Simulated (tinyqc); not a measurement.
From results back to parameters: standing waves and exposure in a photoresist film. Five cases, with inputs chosen for the exercise.

Problem. Bleaching of a resist on an index-matched plate: T(0) = T12 exp(-(A + B) d), T(end) = T12 exp(-B d), T12 = 1 - ((n1 - 1)/(n1 + 1))^2, and the first slope dT/dD = T(0) C A T12 (1 - exp(-(A + B) d))/(A + B). Here d = dT and D is the dose; A, B and C are hidden.

Find: A; B; C.

Method. A = ln(T(end)/T(0))/d, B = ln(T12/T(end))/d, and the slope then gives C.

Case 1.

Values chosen (out of a larger set: a resist on Al, indices near tabulated ones; not measured data): n1 = 1.72 (resist index); dT = 0.853 micrometre (resist thickness on an index-matched plate).

T(0) = 0.567006
T(end) = 0.868589
dT/dD = 0.0046123 cm^2/mJ

Solution.

A = 0.50 1/micrometre
B = 0.08 1/micrometre
C = 0.026 cm^2/mJ

Case 2.

Values chosen (out of a larger set: a resist on Al, indices near tabulated ones; not measured data): n1 = 1.702 (resist index); dT = 0.107 micrometre (resist thickness on an index-matched plate).

T(0) = 0.867061
T(end) = 0.877326
dT/dD = 0.00011014 cm^2/mJ

Solution.

A = 0.11 1/micrometre
B = 0.57 1/micrometre
C = 0.012 cm^2/mJ

Case 3.

Values chosen (out of a larger set: a resist on Si, indices near tabulated ones; not measured data): n1 = 1.686 (resist index); dT = 0.807 micrometre (resist thickness on an index-matched plate).

T(0) = 0.666048
T(end) = 0.869286
dT/dD = 0.0029532 cm^2/mJ

Solution.

A = 0.33 1/micrometre
B = 0.09 1/micrometre
C = 0.021 cm^2/mJ

Case 4.

Values chosen (out of a larger set: a resist on polySi, indices near tabulated ones; not measured data): n1 = 1.71 (resist index); dT = 0.702 micrometre (resist thickness on an index-matched plate).

T(0) = 0.651076
T(end) = 0.911951
dT/dD = 0.0034350 cm^2/mJ

Solution.

A = 0.48 1/micrometre
B = 0.03 1/micrometre
C = 0.020 cm^2/mJ

Case 5.

Values chosen (out of a larger set: a resist on Cu, indices near tabulated ones; not measured data): n1 = 1.713 (resist index); dT = 0.185 micrometre (resist thickness on an index-matched plate).

T(0) = 0.749747
T(end) = 0.769419
dT/dD = 0.00032509 cm^2/mJ

Solution.

A = 0.14 1/micrometre
B = 1.03 1/micrometre
C = 0.020 cm^2/mJ

Computed by tinyqc, one run a case: `OMP_NUM_THREADS=1 python tinyqc.py N N+1 out.jsonl` with N = 1681224, 1681227, 1681259, 1681308, 1681324; one thread of a shared Intel(R) Xeon(R) Processor @ 2.30GHz, about 0.01 s a run at most.
